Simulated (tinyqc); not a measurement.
Inside a calculation: band gaps under pressure and temperature from deformation potentials. Values are carried at full precision from step to step, so a last printed digit may differ when a step is redone from the rounded ones.

Murnaghan: V/V0 = (1 + Bp P/B0)^(-1/Bp), B0 = (C11 + 2 C12)/3. Each gap moves by a ln(V/V0) with its volume potential a, and falls with temperature by aV T^2/(T + bV) (Varshni); the two effects are added. No change of phase is considered.

Values chosen for the exercise (near those of GaAs, the X and L potentials typical of such crystals; the results hold for these values, not for the real material): C11 = 123.2 GPa; C12 = 56.9 GPa; Bp = 4.37 (pressure derivative of the bulk modulus); P = 1.2 GPa (pressure); Eg = 1.549 eV (gap at Gamma to the s-like level at 0 K, 0 GPa); EgX = 1.955 eV (gap to X at 0 K, 0 GPa); EgL = 1.819 eV (gap to L at 0 K, 0 GPa); aG = -8.3 eV (volume potential of the Gamma gap); aX = 1.11 eV (volume potential of the X gap); aL = -3.17 eV (volume potential of the L gap); aV = (0.545, 0.464, 0.614) meV/K (Varshni alpha of Gamma, X, L); bV = (217, 216, 192) K (Varshni beta of Gamma, X, L); T = 0 K (temperature); aT = 5.9 1e-6/K (linear thermal expansion near 300 K).

## Volume under pressure

Give B0, V/V0, ln(V/V0), the change of the lattice constant and the linear estimate -P/B0.

B0 = 79.00 GPa
V/V0 = 0.98540
ln(V/V0) = -0.01471
change of a = -0.489 %
-P/B0 = -0.01519

The stiffening under pressure makes the compression 3.2 % smaller than the linear estimate.

## Gaps at P and T

Give both shifts and the gaps.

pressure shifts (eV): Gamma 0.1221, X -0.0163, L 0.0466

temperature shifts (eV): Gamma 0.0000, X 0.0000, L 0.0000

gaps (eV): Gamma 1.6711, X 1.9387, L 1.8656

The lowest valley is Gamma (direct gap), 195 meV below L; at 0 K and 0 GPa it is Gamma.

## Pressure coefficients

Expand in P: E = E0 + c1 P + c2 P^2 with c1 = -a/B0 and c2 = a Bp/(2 B0^2).

c1 (meV/GPa): Gamma 105.06, X -14.05, L 40.13

c2 (meV/GPa^2): Gamma -2.906, X 0.389, L -1.110

Gamma and L rise under pressure and X falls, as the signs of the volume potentials say.

## Pressures at which the valleys cross

Two gaps meet at ln(V/V0) = -(E_i - E_j)/(a_i - a_j), with the gaps at T and P = 0; then P = (B0/Bp)(exp(-Bp ln(V/V0)) - 1). A dash marks expansion or a compression beyond ln(V/V0) = -0.3.

Crossings:
```
pair     E_i - E_j (eV)  ln(V/V0)  P (GPa)
Gamma-X         -0.4060   -0.0431     3.75
Gamma-L         -0.2700   -0.0526     4.67
L-X             -0.1360   -0.0318     2.69
```

The lowest valley changes at 3.75 GPa (Gamma to X).

## How much of dE/dT is thermal expansion

At 300 K: dE/dT = -aV T (T + 2 bV)/(T + bV)^2; expansion alone gives 3 aT a; the rest is electron-phonon coupling.

dE/dT (meV/K): Gamma -0.4490, X -0.3827, L -0.5205

from expansion (meV/K): Gamma -0.1469, X 0.0196, L -0.0561

remainder (meV/K): Gamma -0.3021, X -0.4023, L -0.4644

Expansion supplies 33 % of the slope at Gamma and 11 % at L; at X it works against the fall.

## Checks

- Slope of the Gamma gap at P = 0 by finite differences against c1 (meV/GPa): both 105.06.

Run: tinyqc, `OMP_NUM_THREADS=1 python tinyqc.py 1080601 1080602 out.jsonl`; Intel(R) Xeon(R) Processor @ 2.30GHz, one thread, shared host; about 0.01 s of CPU time with all checks.
